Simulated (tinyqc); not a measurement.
Undoped symmetric double-gate MOSFET, analytic potential model: one step of the calculation.

An undoped body of thickness ts between two equal insulators and tied gates; long channel, electrons only, n = ni exp((psi - V)/Vt) with V the quasi-Fermi potential (0 at the source, Vd at the drain), constant mobility, no quantisation. Across the body psi(x) = V - 2 Vt ln[(ts/(2 beta)) sqrt(q ni/(2 eps0 eps_r Vt)) cos(2 beta x/ts)], x from the centre. Q is the electron charge per area of the whole body.

Question. Potential and electron density across the body at the source. psi(x) as above with V = 0 and beta = beta_s; n = ni exp(psi/Vt).

Parameters, values chosen for the exercise; material values close to those of gallium arsenide:
```
symbol    value   unit                                     meaning
T           273      K                                 temperature
eps_r      12.8         relative permittivity of the semiconductor
Nc      3.74e17  cm^-3      conduction-band density of states at T
ts            5     nm                              body thickness
```

Constants: q = 1.602176634e-19 C, kB = 1.380649e-23 J/K, Vt = kB T/q, eps0 = 8.8541878128e-14 F/cm where lengths are in cm. Results are converted to the units shown.

x/ts, point 0 to 6: 0  0.1  0.2  0.3  0.4  0.45  0.5
beta_s = 0.72132109
ni = 1.3372150e5 cm^-3

Give: psi; n.

Answer.

```
point  psi (V)  n (cm^-3)
0       0.7213   2.771e18
1       0.7218   2.829e18
2       0.7233   3.015e18
3       0.7259   3.362e18
4       0.7296   3.945e18
5       0.7320   4.367e18
6       0.7348   4.913e18
```

The density at the surface is 1.77 times that at the centre (1/cos^2 beta). It reaches 13 Nc, where Boltzmann statistics overestimate it.

Program tinyqc, `OMP_NUM_THREADS=1 python tinyqc.py 2440092 2440093 out.jsonl`; Intel Xeon 2.30GHz, shared host, one thread, about 0.01 s.
